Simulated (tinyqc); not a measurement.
Worked calculation: lattice vibrations of a chain. One step of it, computed by the program tinyqc.

Problem. Frequencies. omega^2 are the eigenvalues; wavenumber = 521.4708 sqrt(eigenvalue) 1/cm.

D(q) (eV/(angstrom^2 u)):
```
[[0.270696, 0.023418+0.289866i],
 [0.023418-0.289866i, 0.804688]]
```

Give: eigenvalues; wavenumbers; weights |e|^2 of the mass-weighted modes.

Solution.

eigenvalues: [0.1429, 0.9325]

wavenumbers (1/cm): [197.1, 503.6]

weights |e|^2 of the mass-weighted modes, order atom 1, atom 2:
```
[[0.8382, 0.1618],
 [0.1618, 0.8382]]
```
